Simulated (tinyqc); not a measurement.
Worked calculation: linear model of a band gap against the share of exact exchange. Values are carried at full precision from step to step, so a last printed digit may differ when a step is redone from the rounded ones.

E(alpha) = E0 + S alpha. A wider gap screens less, modelled in the Penn form eps(alpha) = 1 + (e0 - 1)(EP/(EP + S alpha))^2 with a scale EP chosen for the exercise. A dielectric-dependent hybrid takes alpha = 1/eps.

Parameters, chosen for this exercise (of the order of those of GaN; not measured data):
- E0 = 1.89 eV (gap of the semi-local functional)
- S = 6.82 eV (slope dE/d(alpha))
- e0 = 6.04 (optical dielectric constant at alpha = 0)
- EP = 19.5 eV (energy scale of the screening)
- Et = 3.51 eV (target gap)
- a_start = 0.1 (starting alpha)
- fv = 0.69 (share of the opening taken by the valence edge)
- Ed = 0.89 eV (defect level above the semi-local valence top)
- cd = 0 (shift of the level per unit opening, on the scale of the mean potential)

## Fixed shares

Gap, error against the target and eps for alpha = 0, 0.25 and 1/e0; and the alpha that meets the target, (Et - E0)/S.

Results:

| alpha | E (eV) | E - Et (eV) | eps |
|---|---|---|---|
| 0.0000 | 1.890 | -1.620 | 6.040 |
| 0.2500 | 3.595 | 0.085 | 5.262 |
| 0.1656 | 3.019 | -0.491 | 5.503 |

alpha for the target = 0.2375

A quarter of exact exchange overshoots the target by 0.08 eV: the material needs 0.238, and 1/e0 = 0.166 lies further from it than 0.25 does.

## Self-consistent share

Iterate alpha -> 1/eps(alpha) seven times from a_start. The fixed point solves alpha eps(alpha) = 1; the contraction factor there is 2 (eps - 1) S/((EP + S alpha) eps^2).

Iterates:

| step | alpha | eps | E (eV) |
|---|---|---|---|
| 0 | 0.10000 | 5.7051 | 2.5720 |
| 1 | 0.17528 | 5.4746 | 3.0854 |
| 2 | 0.18266 | 5.4529 | 3.1358 |
| 3 | 0.18339 | 5.4508 | 3.1407 |
| 4 | 0.18346 | 5.4505 | 3.1412 |
| 5 | 0.18347 | 5.4505 | 3.1413 |
| 6 | 0.18347 | 5.4505 | 3.1413 |
| 7 | 0.18347 | 5.4505 | 3.1413 |

fixed point = 0.18347
contraction factor = 0.0985

The factor is positive, so the iterates approach from one side, the error shrinking to 0.10 of itself each step; the gap is within 0.01 eV of its limit from step 2. Self-consistency moves the gap by +0.122 eV against the one-shot choice 1/e0, since a wider gap screens less.

## Band edges and a deep level

The opening c = S alpha lowers the valence top by fv c and raises the conduction edge by (1 - fv) c, both against the mean potential; the level moves by cd c. Use the fixed point. Compare with stretching the level in proportion to the gap and with pinning it to either edge.

opening c = 1.251 eV

shifts of the valence and conduction edges (eV): -0.863  0.388

level above the valence top = 1.753 eV
level below the conduction edge = 1.388 eV

level above the valence top: stretched, tied to the valence edge, tied to the conduction edge (eV): 1.479  0.890  2.141

The three recipes err by -0.27, -0.86 and +0.39 eV against alignment through the mean potential. A localised level with cd = 0 stays put while the edges move away from it.

## Checks

- Fixed point by bisection against 60 substitutions: both 0.18347.

Program tinyqc; command `OMP_NUM_THREADS=1 python tinyqc.py 1880315 1880316 out.jsonl`; about 0.01 s on one thread of a shared Intel(R) Xeon(R) Processor @ 2.30GHz.
